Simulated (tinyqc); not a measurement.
Strain, valley repopulation and piezoresistance in a many-valley conduction band: one step, computed by the program tinyqc.

Valleys are ellipsoids with mass m_l along the axis a and m_t across it, parabolic, with one constant relaxation time; strain shifts the valleys and leaves the masses alone. Currents are taken along [100], in the plane, and along [001], across the plane.

Problem. Valley shifts. Herring-Vogt shift of a valley with unit axis a: dE = Xi_d tr(e) + Xi_u a.e.a.

Inputs (values chosen for the exercise, modelled on silicon): shear deformation potential Xi_u = 9.1 eV; dilation deformation potential Xi_d = 1.1 eV.

Valley axes: <100> (6 valleys in 3 pairs). Load: biaxial in the (001) plane.

strain tensor (%):
```
          x         y          z
x  1.061356  0.000000   0.000000
y  0.000000  1.061356   0.000000
z  0.000000  0.000000  -0.831074
```

Constants: k_B = 8.617333262e-05 eV/K.

Give: shifts dE; splitting (highest minus lowest).

Solution.

shifts dE (meV): x 110.8, y 110.8, z -61.4

splitting (highest minus lowest) = 172.2 meV

Caution: strain near 1 % also warps the bands and changes masses and intervalley scattering, which this model leaves out.
